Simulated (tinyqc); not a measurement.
Lattice sites along [110]: pair of shallow donors (hydrogen-like orbitals).

Each donor has the orbital exp(-r/a); energy unit Ha* = q/(eps a), q = e^2/(4 pi eps0), so that a lone donor is bound by Ha*/2; x = R/a. One electron: S = (1 + x + x^2/3) exp(-x), j = 1/x - (1 + 1/x) exp(-2x), k = (1 + x) exp(-x); levels E(+/-) = -1/2 - (j +/- k)/(1 +/- S) in Ha*, without the repulsion of the ions, split by D = |E(-) - E(+)|. In six valleys the overlaps S and k are multiplied by v = [cos(K Rx) + cos(K Ry) + cos(K Rz)]/3, K = k0 (2 pi/a_lat), for isotropic envelopes and the symmetric valley state.

Two electrons, Heitler-London: with S' = (1 - x + x^2/3) exp(x), C = 1/x - exp(-2x)(1/x + 11/8 + 3x/4 + x^2/6), X = (1/5){exp(-2x)(25/8 - 23x/4 - 3x^2 - x^3/3) + (6/x)[S^2 (0.5772157 + ln x) + S'^2 Ei(-4x) - 2 S S' Ei(-2x)]}, Q = C - 2j + 1/x and A = X - 2 S k + S^2/x, the singlet and triplet lie at (Q +/- w A)/(1 +/- w S^2) from two lone donors, with the valley weight w = v^2; the exchange is J = triplet - singlet.

Constants: e^2/(4 pi eps0) = 14.39964547 eV angstrom.

Parameters, chosen for this exercise (near those of two donors in Si; not measured data):

| symbol | value | unit | meaning |
|---|---|---|---|
| a | 17.9 | angstrom | orbital radius |
| eps | 11.7 |  | dielectric constant |
| a_lat | 5.431 | angstrom | lattice constant |
| k0 | 0.847 | 2 pi/a_lat | valley position |
| sites | ((11, 11, 0), (11.5, 11.5, 0), (12, 12, 0), (12.5, 12.5, 0), (13, 13, 0), (13.5, 13.5, 0), (14, 14, 0), (14.5, 14.5, 0), (15, 15, 0), (15.5, 15.5, 0)) | a_lat | positions of the second donor |

D and J for each site, and for v = 1.

Results:

| site | R (angstrom) | v | D (meV) | J (micro-eV) | J for v = 1 |
|---|---|---|---|---|---|
| (11, 11, 0) | 84.5 | 0.061 | 0.219 | 1.75 | 471 |
| (11.5, 11.5, 0) | 88.3 | 0.294 | 0.898 | 29.2 | 339 |
| (12, 12, 0) | 92.2 | 0.676 | 1.75 | 111 | 242 |
| (12.5, 12.5, 0) | 96.0 | -0.235 | 0.513 | 9.54 | 173 |
| (13, 13, 0) | 99.8 | 0.998 | 1.84 | 122 | 123 |
| (13.5, 13.5, 0) | 103.7 | -0.278 | 0.430 | 6.69 | 86.8 |
| (14, 14, 0) | 107.5 | 0.752 | 0.978 | 34.6 | 61.2 |
| (14.5, 14.5, 0) | 111.4 | 0.202 | 0.220 | 1.76 | 43.1 |
| (15, 15, 0) | 115.2 | 0.147 | 0.134 | 0.657 | 30.2 |
| (15.5, 15.5, 0) | 119.0 | 0.794 | 0.605 | 13.4 | 21.2 |

What does the comparison show, and why?

Over these sites the envelope alone changes J by a factor 22.3, and the valley factor v^2 by 269; J runs from 0.657 at (15, 15, 0) to 122 micro-eV at (13, 13, 0). Along [110] only two valleys keep their phase, so v = (1 + 2 cos)/3 can pass through zero. J does not fall steadily with distance.

(tinyqc, `OMP_NUM_THREADS=1 python tinyqc.py 1250408 1250409 out.jsonl`, Intel(R) Xeon(R) Processor @ 2.30GHz, 1 thread, shared host, about 0.01 s.)
